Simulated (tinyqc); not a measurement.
Inside a calculation. Method: power iteration on a symmetric matrix. Computed by tinyqc, a small Python program that keeps every step. Settings: method = power, shift = 1.27. Command: `OMP_NUM_THREADS=1 python tinyqc.py 31304 31305 out.jsonl` (the two numbers bound the seeds that draw the settings). One thread of a shared host (Intel(R) Xeon(R) Processor @ 2.60GHz), about 0.01 s of CPU time with the checks.

## Step 1

A:
```
           1          2          3          4          5
1   0.459000  -0.143000   0.006000  -0.099000  -0.070000
2  -0.143000   2.285000   0.330000   0.525000   0.059000
3   0.006000   0.330000   4.766000  -0.051000   0.103000
4  -0.099000   0.525000  -0.051000   5.152000  -0.158000
5  -0.070000   0.059000   0.103000  -0.158000   5.808000
```

vector v at the start: 0.447214  0.447214  0.447214  0.447214  0.447214

shift = 1.270000

w = (A - shift) v; v' = w/|w| with its largest component positive (the first on a tie); lambda = v'^T A v'.

vector after step 1: -0.148836  0.237978  0.517529  0.546176  0.595877

Rayleigh quotient after step 1 = 5.219278

## Step 2

As before.

vector after step 2: -0.001496  0.188280  0.478588  0.533151  0.671753

Rayleigh quotient after step 2 = 5.365160

## Course of the iteration

Stop when the residual |A v - lambda v| is below 1e-9.

Steps:
```
step      lambda  residual
1     5.21927813  7.11e-01
2     5.36516040  3.92e-01
3     5.43538468  3.72e-01
4     5.50109785  3.65e-01
5     5.56299116  3.52e-01
6     5.61905909  3.32e-01
7     5.66792823  3.08e-01
8     5.70907859  2.81e-01
9     5.74272534  2.52e-01
10    5.76958124  2.24e-01
11    5.79061001  1.98e-01
12    5.80683341  1.73e-01
13    5.81920935  1.51e-01
14    5.82857126  1.31e-01
15    5.83560947  1.14e-01
16    5.84087697  9.82e-02
17    5.84480645  8.48e-02
18    5.84773101  7.31e-02
19    5.84990407  6.30e-02
20    5.85151687  5.43e-02
21    5.85271291  4.67e-02
22    5.85359939  4.02e-02
23    5.85425619  3.46e-02
24    5.85474270  2.98e-02
25    5.85510301  2.56e-02
26    5.85536982  2.21e-02
27    5.85556740  1.90e-02
28    5.85571369  1.63e-02
29    5.85582201  1.41e-02
30    5.85590222  1.21e-02
```

all eigenvalues, for comparison: 0.446058  2.156585  4.794728  5.216497  5.856131

Not converged in 30 steps: the residual falls only by the ratio of the two largest distances of eigenvalues from the shift, 0.86 a step.
